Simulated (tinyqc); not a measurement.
A chain with uneven site energies and dephasing by Buettiker voltage probes: one step of the calculation.

Sites 1 to 3 form a chain with hopping -t. Lead L joins site 1 and lead R site 3, both semi-infinite chains with hopping -t and site energy 0. Every site carries a probe with self-energy -i Gamma_p/2 that draws no net current. Linear response at zero temperature: mu_L = 1, mu_R = 0 in units of the bias.

Task. Probe potentials and effective transmission. No current into probe p: W mu = T_pL with W_pp = T_pL + T_pR + sum_q T_pq and W_pq = -T_pq. Then T_eff = T_RL + sum_p T_pR mu_p, and the resistance is (h/2q^2)/T_eff.

Constants: q = 1.602176634e-19 C, h = 6.62607015e-34 J s. Results are converted to the units shown.

T_RL = 0.20117014

```
probe	T_pL	T_pR
1	0.31714169	0.11915895
2	0.18966144	0.30137296
3	0.11915895	0.28064926
```

T_pq:
```
	1	2	3
1	0.00000000	0.11234201	0.07058133
2	0.11234201	0.00000000	0.17851201
3	0.07058133	0.17851201	0.00000000
```

Find: W; mu_p; T_eff; resistance.

Result.

W:
```
	1	2	3
1	0.61922	-0.11234	-0.07058
2	-0.11234	0.78189	-0.17851
3	-0.07058	-0.17851	0.64890
```

mu_p, probe 1 to 3: 0.62958  0.41676  0.36676
T_eff = 0.50472
resistance = 25.571 kohm

Program tinyqc, `OMP_NUM_THREADS=1 python tinyqc.py 2700010 2700011 out.jsonl`; Intel Xeon 2.30GHz, shared host, one thread, about 0.01 s.
